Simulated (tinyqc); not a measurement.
## Random telegraph noise from one oxide trap in a small MOSFET: effect of the capture barrier

An acceptor-like trap exchanges electrons with the channel. Inversion charge Q = Cox u, u = n Vt W0(exp((Vg - VT)/(n Vt))), W0 the Lambert function, n = nf, Cox = eps0 eox/tox; linear regime Id = (W/L) mu Q Vd. Relative to threshold the surface potential rises by Vt ln(u/u0) and the oxide voltage by the rest of Vg - VT, with u0 = n Vt W0(1).

N = Cox u/q; dpsi = Vt ln(u/u0); E = E0 - dpsi - (xt/tox)(Vg - VT - dpsi); capture time tc = 1/[(N/zi) vth s0 exp(-xt/lt - EB/Vt)]; emission time te = tc exp(-E/Vt); occupancy te/(tc + te). A = W L; threshold step dV = q (1 - xt/tox)/(Cox A); gm/Id = 1/(u + n Vt); relative step dI/I = (gm/Id) dV + asc mu/A. fc = (1/tc + 1/te)/(2 pi); rms = (dI/I) sqrt(tc te)/(tc + te).

Inputs (values chosen for the exercise); values of the order met in silicon transistors: temperature T = 300 K; relative permittivity of the gate insulator (close to silicon dioxide) eox = 3.9; insulator thickness tox = 2.8 nm; depth of the trap from the channel interface xt = 0.67 nm; trap level above the channel Fermi level at threshold E0 = 0.33 eV; capture prefactor s0 = 3e-15 cm^2; tunnelling decay length lt = 0.16 nm; thermal velocity vth = 1.8e7 cm/s; thickness of the inversion layer zi = 2.2 nm; threshold voltage VT = 0.37 V; body factor nf = 1.13; gate width W = 64 nm; gate length L = 84 nm; mobility mu = 230 cm^2/(V s); scattering coefficient of the charged trap asc = 0 V s; drain voltage Vd = 0.02 V; gate voltage Vg = 1.38 V.

Constants: q = 1.602176634e-19 C, kB = 1.380649e-23 J/K, Vt = kB T/q, eps0 = 8.8541878128e-14 F/cm where lengths are in cm. Results are converted to the units shown.

The same in every row: E (eV) = 0.009549; occupancy = 0.4087; dI/I (%) = 0.1958; rms dI/I (%) = 0.09626.

Effect of the capture barrier:

| EB (eV) | tc (s) | te (s) | fc (Hz) |
|---|---|---|---|
| 0.1 | 1.834e-9 | 1.268e-9 | 2.123e8 |
| 0.2 | 8.776e-8 | 6.066e-8 | 4.437e6 |
| 0.3 | 4.200e-6 | 2.903e-6 | 9.272e4 |
| 0.4 | 2.010e-4 | 1.389e-4 | 1938 |
| 0.5 | 0.009618 | 0.006648 | 40.49 |
| 0.6 | 0.4603 | 0.3181 | 0.8461 |
| 0.7 | 22.03 | 15.22 | 0.01768 |

As EB goes from 0.1 to 0.7, tc rises from 1.83e-9 to 22.0 s, te rises from 1.27e-9 to 15.2 s and dI/I stays at 0.196 %. The barrier scales both times alike and leaves the occupancy unchanged.

Range of the model: VT is taken as given; short-channel effects and the uneven flow of current among few electrons are left out.

Numbers from tinyqc (`OMP_NUM_THREADS=1 python tinyqc.py 2710168 2710169 out.jsonl`; about 0.01 s on one thread of a shared Intel Xeon 2.30GHz).
